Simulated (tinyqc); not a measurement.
UKS/BLYP in the sto-6g basis, for BeH, spin multiplicity 2, step by step. One step of it, computed by the program tinyqc.

Question. Iteration 2: building the Kohn-Sham matrix. J_ij = sum D_kl (ij|kl) with D = D(alpha) + D(beta); F = H + J + V_xc; E = tr D H + tr D J / 2 + E_xc + E_nn.

D(alpha) after iteration 1, order 1Be 1s, 1Be 2s, 1Be 2px, 1Be 2py, 1Be 2pz, 2H 1s:
```
[[1.038374, -0.163352, 0.000000, 0.000000, 0.040277, -0.036619],
 [-0.163352, 0.692342, 0.000000, 0.000000, -0.170216, 0.066633],
 [0.000000, 0.000000, 0.297918, -0.024907, 0.000000, 0.000000],
 [0.000000, 0.000000, -0.024907, 0.002082, 0.000000, 0.000000],
 [0.040277, -0.170216, 0.000000, 0.000000, 0.287038, 0.286953],
 [-0.036619, 0.066633, 0.000000, 0.000000, 0.286953, 0.536069]]
```

D(beta) after iteration 1, order 1Be 1s, 1Be 2s, 1Be 2px, 1Be 2py, 1Be 2pz, 2H 1s:
```
[[0.997318, -0.014133, 0.000000, 0.000000, -0.036915, -0.091095],
 [-0.014133, 0.149943, 0.000000, 0.000000, 0.109388, 0.263973],
 [0.000000, 0.000000, 0.000000, 0.000000, 0.000000, 0.000000],
 [0.000000, 0.000000, 0.000000, 0.000000, 0.000000, 0.000000],
 [-0.036915, 0.109388, 0.000000, 0.000000, 0.127901, 0.170792],
 [-0.091095, 0.263973, 0.000000, 0.000000, 0.170792, 0.481078]]
```

core Hamiltonian H = T + V (hartree), order 1Be 1s, 1Be 2s, 1Be 2px, 1Be 2py, 1Be 2pz, 2H 1s:
```
[[-8.224114, -1.928959, 0.000000, 0.000000, -0.009400, -0.155696],
 [-1.928959, -2.354635, 0.000000, 0.000000, -0.090960, -0.574304],
 [0.000000, 0.000000, -1.892754, 0.000000, 0.000000, 0.000000],
 [0.000000, 0.000000, 0.000000, -1.892754, 0.000000, 0.000000],
 [-0.009400, -0.090960, 0.000000, 0.000000, -1.954654, -0.693680],
 [-0.155696, -0.574304, 0.000000, 0.000000, -0.693680, -1.582529]]
```

Two-electron integrals (ij|kl) in chemists' order, unique and non-zero (hartree):
```
(11|11) 2.299996   (21|11) 0.361879   (21|21) 0.071926   (22|11) 0.570332
(22|21) 0.139654   (22|22) 0.417773   (31|31) 0.015252   (32|31) 0.022555
(32|32) 0.092340   (33|11) 0.570332   (33|21) 0.139654   (33|22) 0.417773
(33|33) 0.450117   (41|41) 0.015252   (42|41) 0.022555   (42|42) 0.092340
(43|43) 0.024258   (44|11) 0.570332   (44|21) 0.139654   (44|22) 0.417773
(44|33) 0.401601   (44|44) 0.450117   (51|51) 0.015252   (52|51) 0.022555
(52|52) 0.092340   (53|53) 0.024258   (54|54) 0.024258   (55|11) 0.570332
(55|21) 0.139654   (55|22) 0.417773   (55|33) 0.401601   (55|44) 0.401601
(55|55) 0.450117   (61|11) 0.029174   (61|21) 0.005656   (61|22) 0.011027
(61|33) 0.010935   (61|44) 0.010935   (61|51) 0.000567   (61|52) 0.001127
(61|55) 0.011210   (61|61) 0.000471   (62|11) 0.103180   (62|21) 0.025863
(62|22) 0.088601   (62|33) 0.084951   (62|44) 0.084951   (62|51) 0.003470
(62|52) 0.023375   (62|55) 0.095900   (62|61) 0.002279   (62|62) 0.033028
(63|31) 0.002008   (63|32) 0.010175   (63|53) 0.003631   (63|63) 0.002356
(64|41) 0.002008   (64|42) 0.010175   (64|54) 0.003631   (64|64) 0.002356
(65|11) 0.123137   (65|21) 0.031151   (65|22) 0.110795   (65|33) 0.104488
(65|44) 0.104488   (65|51) 0.005501   (65|52) 0.036187   (65|55) 0.123410
(65|61) 0.002839   (65|62) 0.046320   (65|65) 0.066089   (66|11) 0.277829
(66|21) 0.070734   (66|22) 0.270569   (66|33) 0.253340   (66|44) 0.253340
(66|51) 0.009279   (66|52) 0.084327   (66|55) 0.305024   (66|61) 0.006308
(66|62) 0.138775   (66|65) 0.204045   (66|66) 0.774999
```

nuclear repulsion = 1.11230102 hartree

V_xc(alpha) (hartree), order 1Be 1s, 1Be 2s, 1Be 2px, 1Be 2py, 1Be 2pz, 2H 1s:
```
[[-1.505386, -0.194125, 0.000000, 0.000000, 0.001532, -0.016254],
 [-0.194125, -0.311715, 0.000000, 0.000000, 0.000271, -0.087299],
 [0.000000, 0.000000, -0.315291, 0.002862, 0.000000, 0.000000],
 [0.000000, 0.000000, 0.002862, -0.282170, 0.000000, 0.000000],
 [0.001532, 0.000271, 0.000000, 0.000000, -0.336985, -0.119268],
 [-0.016254, -0.087299, 0.000000, 0.000000, -0.119268, -0.457122]]
```

V_xc(beta) (hartree), order 1Be 1s, 1Be 2s, 1Be 2px, 1Be 2py, 1Be 2pz, 2H 1s:
```
[[-1.489998, -0.187273, 0.000000, 0.000000, -0.002284, -0.015941],
 [-0.187273, -0.263419, 0.000000, 0.000000, -0.033297, -0.084987],
 [0.000000, 0.000000, -0.248958, 0.000166, 0.000000, 0.000000],
 [0.000000, 0.000000, 0.000166, -0.246600, 0.000000, 0.000000],
 [-0.002284, -0.033297, 0.000000, 0.000000, -0.293417, -0.118264],
 [-0.015941, -0.084987, 0.000000, 0.000000, -0.118264, -0.447900]]
```

E_xc = sum of w rho eps_xc = -3.21201980 hartree

Give: Coulomb J; F(alpha); F(beta); total energy of this density.

Answer.

Coulomb J (hartree), order 1Be 1s, 1Be 2s, 1Be 2px, 1Be 2py, 1Be 2pz, 2H 1s:
```
[[5.8979, 1.0447, 0.0000, 0.0000, 0.0140, 0.0849],
 [1.0447, 2.1944, 0.0000, 0.0000, 0.1230, 0.5428],
 [0.0000, 0.0000, 2.1716, -0.0012, 0.0000, 0.0000],
 [0.0000, 0.0000, -0.0012, 2.1573, 0.0000, 0.0000],
 [0.0140, 0.1230, 0.0000, 0.0000, 2.2544, 0.7091],
 [0.0849, 0.5428, 0.0000, 0.0000, 0.7091, 2.0260]]
```

F(alpha) (hartree), order 1Be 1s, 1Be 2s, 1Be 2px, 1Be 2py, 1Be 2pz, 2H 1s:
```
[[-3.8316, -1.0783, 0.0000, 0.0000, 0.0061, -0.0871],
 [-1.0783, -0.4719, 0.0000, 0.0000, 0.0323, -0.1188],
 [0.0000, 0.0000, -0.0364, 0.0017, 0.0000, 0.0000],
 [0.0000, 0.0000, 0.0017, -0.0177, 0.0000, 0.0000],
 [0.0061, 0.0323, 0.0000, 0.0000, -0.0373, -0.1039],
 [-0.0871, -0.1188, 0.0000, 0.0000, -0.1039, -0.0137]]
```

F(beta) (hartree), order 1Be 1s, 1Be 2s, 1Be 2px, 1Be 2py, 1Be 2pz, 2H 1s:
```
[[-3.8163, -1.0715, 0.0000, 0.0000, 0.0023, -0.0868],
 [-1.0715, -0.4236, 0.0000, 0.0000, -0.0013, -0.1165],
 [0.0000, 0.0000, 0.0299, -0.0010, 0.0000, 0.0000],
 [0.0000, 0.0000, -0.0010, 0.0179, 0.0000, 0.0000],
 [0.0023, -0.0013, 0.0000, 0.0000, 0.0063, -0.1029],
 [-0.0868, -0.1165, 0.0000, 0.0000, -0.1029, -0.0045]]
```

total energy of this density = -15.041191 hartree

This density is a damped mixture and is not idempotent.
